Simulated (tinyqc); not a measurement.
One electron in a tunnel-coupled double dot: charge qubit, sensing and quantum capacitance: one step of the calculation.

Basis (left, right), H = [[ep/2, tc], [tc, -ep/2]], splitting Om = sqrt(ep^2 + 4 tc^2), ep = al times the gate voltage. In equilibrium the electron is on the right with the chance P_R = [1 + (ep/Om) tanh(Om/2 kB T)]/2.

Question. Capacitance seen by a resonator. q^2 al^2 dP_R/d(ep) splits into Cq = q^2 al^2 (2 tc^2/Om^3) tanh(Om/2 kB T) and Ct = q^2 al^2 (ep/Om)^2/(4 kB T cosh^2(Om/2 kB T)); Ct appears only if relaxation is faster than the drive. A resonator of frequency f0, capacitance Cp and quality factor Q shifts by df = -f0 Cq/(2 Cp) and its phase by -2 Q Cq/Cp.

Parameters, values chosen for the exercise: tunnel coupling tc = 16 ueV; electron temperature T = 0.041 K; lever arm of the gate on the detuning al = 0.42 eV/V; parasitic capacitance of the resonator Cp = 0.23 pF; resonator frequency f0 = 339 MHz; loaded quality factor Q = 98; detuning ep = 54.4 ueV.

Constants: q = 1.602176634e-19 C, kB = 1.380649e-23 J/K, Vt = kB T/q. Results are converted to the units shown.

Wanted: Cq; Ct; df; phase shift.

Answer.

Cq = 57.56 aF
Ct = 1.037e-4 aF
df = -42.42 kHz
phase shift = -2810 millidegree

Computed by the program tinyqc: `OMP_NUM_THREADS=1 python tinyqc.py 2470018 2470019 out.jsonl`, one thread of a shared Intel Xeon 2.30GHz, about 0.01 s for the whole run.
